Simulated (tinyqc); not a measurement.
Microkinetic model of low-temperature epitaxy from hydride gases: adsorption, hydrogen desorption and rate control. Changing the germane pressure p_G. Computed by tinyqc, a small Python program. Command: `OMP_NUM_THREADS=1 python tinyqc.py 3027471 3027472 out.jsonl hepi sweep`. One thread of a shared host (Intel(R) Xeon(R) Processor @ 2.30GHz), about 0.02 s of CPU time with the checks.

Each hydride molecule needs two free sites and leaves four hydrogen atoms, of which two leave at once as H2; theta is the hydrogen coverage, the site density is 6.78 per nm^2 and one layer is 1.358 angstrom thick.

Inputs (values chosen for the exercise, close to those used for silane and germane on Si(001)):
```
quantity                                           value  unit
silane pressure p_S                                 0.11    Pa
sticking prefactor of silane s0                    0.033     -
adsorption barrier E_s                              0.29    eV
desorption prefactor nu_d                        5.1e+11   1/s
desorption energy on silicon E_d                    2.17    eV
hydrogen carrier pressure p_H                         29    Pa
sticking of hydrogen s_H                         1.2e-08     -
temperature T                                        760     C
sticking ratio of germane to silane r_G              2.1     -
lowering of E_d per unit germanium fraction, dE     0.53    eV
```

Film: silicon-germanium. Order of hydrogen desorption: first.

Constants: k_B = 8.617333262e-05 eV/K; u = 1.6605390666e-27 kg; k_B = 1.380649e-23 J/K.

Method:
- Flux per site F = p/(sqrt(2 pi M k_B T) x 6.78e18 per m^2), M = 32.12 u (silane), 76.63 u (germane), 2.016 u (hydrogen); s = s0 exp(-E_s/(k_B T)); k_S = s F_S, k_G = r_G s F_G; germanium fraction x = k_G/(k_S + k_G); k = k_S + k_G; k_H = s_H F_H; k_d = nu_d exp(-(E_d - dE x)/(k_B T)).
- Temperatures in kelvin are T(C) + 273.15.
- With k the hydride and k_H the hydrogen adsorption rate on free pairs and k_d the desorption rate, steady state: 2 (k + k_H)(1 - theta)^2 = k_d theta; growth rate R = k (1 - theta)^2 layers/s; 1 layer/s = 8.148 nm/min.
- With c = 2 (k + k_H)/k_d the free share is 1 - theta = 2/(1 + sqrt(1 + 4c)).

One run for each value:
```
germane pressure p_G (Pa)  germanium fraction x  growth rate G (nm/min)  hydrogen coverage theta  k_d (1/s)
3.30e-04                                0.00406                  2.2428                 0.040964      13.57
7.20e-04                                0.00882                  2.2578                 0.040082      13.96
1.60e-03                                0.01939                  2.2911                 0.038189      14.87
3.40e-03                                0.04033                  2.3581                 0.034694      16.84
7.40e-03                                0.08380                  2.5023                 0.028408      21.82
1.60e-02                                0.16511                  2.7963                 0.019549      35.40
3.50e-02                                0.30197                  3.4064                 0.010530      79.96
7.60e-02                                0.48436                  4.6643                 0.004859     236.82
1.70e-01                                0.67754                  7.4945                 0.002467     747.93
```

What does the table show, and why?

Over the rows, germanium fraction x rises from 0.00406 to 0.678 (exponent d ln y / d ln x 0.99 between the first rows and 0.42 between the last); growth rate G (nm/min) rises from 2.24 to 7.49 (exponent d ln y / d ln x 0.0085 between the first rows and 0.59 between the last); hydrogen coverage theta falls from 0.0410 to 0.00247 (exponent d ln y / d ln x -0.028 between the first rows and -0.84 between the last). At the low end the exponent of germanium fraction x is 0.99, close to 1: dilute alloy. The surface is not hydrogen-limited here, so germane adds mainly through its own flux.
